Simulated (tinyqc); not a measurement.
The product rho l across metals: free and nearly free electrons in a metal.

Constants: hbar^2/2m0 = 3.80998211 eV angstrom^2; hbar = 6.58211957e-16 eV s.

Free electrons with m = 1; fcc cells hold 4 atoms and bcc cells 2; n = atoms z/a^3, kF = (3 pi^2 n)^(1/3), rho l = hbar kF/(n e^2), e = 1.602176634e-19 C. Inputs are chosen for the exercise.

Cases:
```
case     lattice  a (angstrom)  z  rho (micro-ohm cm)
near Au      fcc         4.096  1                2.03
near Ca      fcc         5.570  2                3.58
near Na      bcc         4.211  1                4.41
near K       bcc         5.221  1                7.43
near Li      bcc         3.463  1                8.61
near Cu      fcc         3.627  1                1.62
```

Rank the cases by rho l (1e-16 ohm m^2), lowest first.

Answer: near Cu, near Au, near Li, near Ca, near Na, near K.

Results:
```
case     lattice  a (angstrom)  z  rho (micro-ohm cm)  kF (1/angstrom)  EF (eV)  l (nm)  rho l (1e-16 ohm m^2)
near Au      fcc         4.096  1                2.03            1.199     5.48    41.7                   8.46
near Ca      fcc         5.570  2                3.58            1.111     4.70    27.5                   9.86
near Na      bcc         4.211  1                4.41            0.926     3.26    32.2                  14.20
near K       bcc         5.221  1                7.43            0.747     2.12    29.4                  21.82
near Li      bcc         3.463  1                8.61            1.126     4.83    11.2                   9.60
near Cu      fcc         3.627  1                1.62            1.354     6.98    41.0                   6.64
```

rho l falls as n^(-2/3): it is lowest for the case near Cu and highest for near K. The lowest bulk rho belongs to near Cu; the same case wins for narrow wires. Real Fermi surfaces depart from spheres, most for the polyvalent and noble metals.

Program tinyqc; command `OMP_NUM_THREADS=1 python tinyqc.py 1650816 1650817 out.jsonl`; about 0.01 s on one thread of a shared Intel(R) Xeon(R) Processor @ 2.30GHz.
